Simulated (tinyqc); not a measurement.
Tunnelling through a thin dielectric with one trap, as a tight-binding chain: one step. Transmission. Four cases, with inputs chosen for the exercise.

Task: Invert the matrix; T = (2 t sin(ka))^2 |G_1N|^2.

Hopping -t everywhere, t = c/(m a^2), c = hbar^2/2m0; lead sites at 2t (band bottom 0), barrier sites 1 to N at 2t + phi, and site j has U besides. No voltage. Leads give S = -t exp(ika) on sites 1 and N, cos(ka) = 1 - E/(2t). T = (2 t sin(ka))^2 |G_1N|^2, G = (E - H - S)^-1. In the barrier cosh(q a) = 1 + (phi - E)/(2t).

Give: first row of G; T.

Case 1.

E - H - S (eV):
```
                     1          2          3          4          5
1  -3.329660+0.762539i   1.354660   0.000000   0.000000   0.000000
2             1.354660  -4.449321   1.354660   0.000000   0.000000
3             0.000000   1.354660  -0.949321   1.354660   0.000000
4             0.000000   0.000000   1.354660  -4.449321   1.354660
5             0.000000   0.000000   0.000000   1.354660  -4.449321
6             0.000000   0.000000   0.000000   0.000000   1.354660
7             0.000000   0.000000   0.000000   0.000000   0.000000

           6                    7
1   0.000000             0.000000
2   0.000000             0.000000
3   0.000000             0.000000
4   0.000000             0.000000
5   1.354660             0.000000
6  -4.449321             1.354660
7   1.354660  -3.329660+0.762539i
```

t = 1.354660 eV
ka = 0.5978907 rad

Result:

first row of G (1/eV): -0.648-0.710i  -1.25-1.38i  -3.47-3.82i  -1.18-1.30i  -0.400-0.443i  -0.133-0.157i  -0.0375-0.0725i

T = 0.0155

Without the trap T is 8.76e-07: the trap changes it by a factor 1.77e+04 at this energy.

Case 2.

E - H - S (eV):
```
                      1          2          3          4          5
1   -4.192844+1.285187i   2.902844   0.000000   0.000000   0.000000
2              2.902844  -6.795687   2.902844   0.000000   0.000000
3              0.000000   2.902844  -6.795687   2.902844   0.000000
4              0.000000   0.000000   2.902844  -6.795687   2.902844
5              0.000000   0.000000   0.000000   2.902844  -3.965687
6              0.000000   0.000000   0.000000   0.000000   2.902844
7              0.000000   0.000000   0.000000   0.000000   0.000000
8              0.000000   0.000000   0.000000   0.000000   0.000000
9              0.000000   0.000000   0.000000   0.000000   0.000000
10             0.000000   0.000000   0.000000   0.000000   0.000000
11             0.000000   0.000000   0.000000   0.000000   0.000000

            6          7          8          9         10
1    0.000000   0.000000   0.000000   0.000000   0.000000
2    0.000000   0.000000   0.000000   0.000000   0.000000
3    0.000000   0.000000   0.000000   0.000000   0.000000
4    0.000000   0.000000   0.000000   0.000000   0.000000
5    2.902844   0.000000   0.000000   0.000000   0.000000
6   -6.795687   2.902844   0.000000   0.000000   0.000000
7    2.902844  -6.795687   2.902844   0.000000   0.000000
8    0.000000   2.902844  -6.795687   2.902844   0.000000
9    0.000000   0.000000   2.902844  -6.795687   2.902844
10   0.000000   0.000000   0.000000   2.902844  -6.795687
11   0.000000   0.000000   0.000000   0.000000   2.902844

                     11
1              0.000000
2              0.000000
3              0.000000
4              0.000000
5              0.000000
6              0.000000
7              0.000000
8              0.000000
9              0.000000
10             2.902844
11  -4.192844+1.285187i
```

t = 2.902844 eV
ka = 0.4586454 rad

Result:

first row of G (1/eV): -0.3219-0.1707i  -0.1961-0.1041i  -0.1371-0.07287i  -0.1249-0.06654i  -0.1553-0.08290i  -0.08729-0.04672i  -0.04901-0.02647i  -0.02743-0.01524i  -0.01522-0.009210i  -0.008191-0.006322i  -0.003957-0.005590i

T = 0.0003099

Without the trap T is 1.21e-05: the trap changes it by a factor 25.5 at this energy.

Case 3.

E - H - S (eV):
```
                      1          2          3          4          5
1   -4.159660+0.975778i   1.354660   0.000000   0.000000   0.000000
2              1.354660  -5.099321   1.354660   0.000000   0.000000
3              0.000000   1.354660  -5.099321   1.354660   0.000000
4              0.000000   0.000000   1.354660  -5.099321   1.354660
5              0.000000   0.000000   0.000000   1.354660  -5.099321
6              0.000000   0.000000   0.000000   0.000000   1.354660
7              0.000000   0.000000   0.000000   0.000000   0.000000
8              0.000000   0.000000   0.000000   0.000000   0.000000
9              0.000000   0.000000   0.000000   0.000000   0.000000
10             0.000000   0.000000   0.000000   0.000000   0.000000
11             0.000000   0.000000   0.000000   0.000000   0.000000

            6          7          8          9         10
1    0.000000   0.000000   0.000000   0.000000   0.000000
2    0.000000   0.000000   0.000000   0.000000   0.000000
3    0.000000   0.000000   0.000000   0.000000   0.000000
4    0.000000   0.000000   0.000000   0.000000   0.000000
5    1.354660   0.000000   0.000000   0.000000   0.000000
6   -5.099321   1.354660   0.000000   0.000000   0.000000
7    1.354660  -5.099321   1.354660   0.000000   0.000000
8    0.000000   1.354660  -5.099321   1.354660   0.000000
9    0.000000   0.000000   1.354660  -1.579321   1.354660
10   0.000000   0.000000   0.000000   1.354660  -5.099321
11   0.000000   0.000000   0.000000   0.000000   1.354660

                     11
1              0.000000
2              0.000000
3              0.000000
4              0.000000
5              0.000000
6              0.000000
7              0.000000
8              0.000000
9              0.000000
10             1.354660
11  -4.159660+0.975778i
```

t = 1.354660 eV
ka = 0.8042521 rad

Result:

first row of G (1/eV): -0.2486-0.06434i  -0.07150-0.01851i  -0.02057-0.005323i  -0.005916-0.001531i  -0.001702-0.0004405i  -0.0004907-0.0001270i  -0.0001450-3.759e-05i  -5.523e-05-1.449e-05i  -6.289e-05-1.697e-05i  -1.809e-05-5.290e-06i  -5.201e-06-2.943e-06i

T = 1.360e-10

Without the trap T is 4.64e-12: the trap changes it by a factor 29.3 at this energy.

Case 4.

E - H - S (eV):
```
                      1          2          3          4          5
1   -4.076422+1.100414i   1.451422   0.000000   0.000000   0.000000
2              1.451422  -5.022844   1.451422   0.000000   0.000000
3              0.000000   1.451422  -5.022844   1.451422   0.000000
4              0.000000   0.000000   1.451422  -1.602844   1.451422
5              0.000000   0.000000   0.000000   1.451422  -5.022844
6              0.000000   0.000000   0.000000   0.000000   1.451422
7              0.000000   0.000000   0.000000   0.000000   0.000000
8              0.000000   0.000000   0.000000   0.000000   0.000000
9              0.000000   0.000000   0.000000   0.000000   0.000000
10             0.000000   0.000000   0.000000   0.000000   0.000000

            6          7          8          9                   10
1    0.000000   0.000000   0.000000   0.000000             0.000000
2    0.000000   0.000000   0.000000   0.000000             0.000000
3    0.000000   0.000000   0.000000   0.000000             0.000000
4    0.000000   0.000000   0.000000   0.000000             0.000000
5    1.451422   0.000000   0.000000   0.000000             0.000000
6   -5.022844   1.451422   0.000000   0.000000             0.000000
7    1.451422  -5.022844   1.451422   0.000000             0.000000
8    0.000000   1.451422  -5.022844   1.451422             0.000000
9    0.000000   0.000000   1.451422  -5.022844             1.451422
10   0.000000   0.000000   0.000000   1.451422  -4.076422+1.100414i
```

t = 1.451422 eV
ka = 0.8604910 rad

Result:

first row of G (1/eV): -0.2544-0.07792i  -0.08471-0.02594i  -0.03871-0.01185i  -0.04924-0.01508i  -0.01567-0.004799i  -0.004986-0.001527i  -0.001587-0.0004865i  -0.0005046-0.0001563i  -0.0001597-5.454e-05i  -4.812e-05-3.241e-05i

T = 1.630e-08

Without the trap T is 4.47e-10: the trap changes it by a factor 36.5 at this energy.

Computed by tinyqc, one run a case: `OMP_NUM_THREADS=1 python tinyqc.py N N+1 out.jsonl` with N = 1450553, 1450603, 1450716, 1450723; one thread of a shared Intel(R) Xeon(R) Processor @ 2.30GHz, about 0.07 s a run at most.
